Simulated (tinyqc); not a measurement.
Gated graphene: carriers, quantum capacitance and optical conductivity, step by step. Values are carried at full precision from step to step, so a last printed digit may differ when a step is redone from the rounded ones.

Cones E = +/- hv |k|, four flavours, D(E) = 2|E|/(pi hv^2). n = (2/pi)(kT/hv)^2 F_1(mu/kT), p = (2/pi)(kT/hv)^2 F_1(-mu/kT), in 1/angstrom^2 (1e16 for 1/cm^2); F_1(eta) = integral_0^infinity x dx/(1 + exp(x - eta)). Cq/e^2 = d(n - p)/d mu = (2 kT/(pi hv^2)) ln(2 + 2 cosh(mu/kT)).

Gate: V = mu/e + e (n - p)/Cox with Cox/e^2 = k/(4 pi e2 t), t in angstrom, e2 = e^2/(4 pi eps0); 1/(eV angstrom^2) in C/e^2 equals 1602.176634 microfarad/cm^2; total 1/C = 1/Cox + 1/Cq.

Constants: kB = 8.617333262e-05 eV/K; e^2/(4 pi eps0) = 14.39964547 eV angstrom; fine-structure constant alpha = 0.007297352564.

Parameters, chosen for this exercise (Fermi velocity near that of graphene, gate dielectric near SiO2; shifted at random, so the results belong to these values and not to a real crystal):

| symbol | value | unit | meaning |
|---|---|---|---|
| hv | 6.61 | eV angstrom | hbar vF |
| T | 400 | K |  |
| k | 3.98 |  | dielectric constant of the gate layer |
| t | 285 | nm | its thickness |
| V | 64.08 | V | gate voltage from the neutrality point |
| E | 0.923 | eV | photon energy |
| Gm | 10 | meV | intraband damping |

## Chemical potential at the gate voltage

Solve the gate equation for mu.

Cox = 0.01236 microfarad/cm^2
mu = 0.2524 eV
n = 4.93e+12 1/cm^2
p = 1.14e+08 1/cm^2

mu takes 0.4 % of the gate voltage; the zero-temperature rule |mu| = hv sqrt(pi |n - p|) gives 0.2600 eV.

## Quantum capacitance

1/(eV angstrom^2) in C/e^2 equals 1602.176634 microfarad/cm^2; 1/C = 1/Cox + 1/Cq.

Cq = 5.893 microfarad/cm^2
C = 0.01234 microfarad/cm^2
Cq at mu = 0 = 1.116 microfarad/cm^2

C is 0.998 of Cox.

## Optical conductivity at one energy

Conductivity over sigma0 = e^2/(4 hbar): interband Re = sinh(E/2kT)/(cosh(mu/kT) + cosh(E/2kT)); intraband Re = (8 kT/pi) ln(2 cosh(mu/2kT)) Gm/(E^2 + Gm^2). A free sheet absorbs about pi alpha_f Re(sigma/sigma0), alpha_f the fine-structure constant (alpha among the constants).

Evaluate both parts and the absorption.

interband = 0.9977
intraband = 0.0038
absorption = 2.296 %

E is above 2|mu| = 0.5048 eV; at this temperature interband transitions are mostly open; the universal value is pi alpha_f = 2.293 %.

## Checks

- Cq/e^2 against the finite difference of n - p (1/(eV angstrom^2)): both 0.003678.

tinyqc: `OMP_NUM_THREADS=1 python tinyqc.py 1682458 1682459 out.jsonl`; about 0.01 s, one thread, shared Intel(R) Xeon(R) Processor @ 2.30GHz.
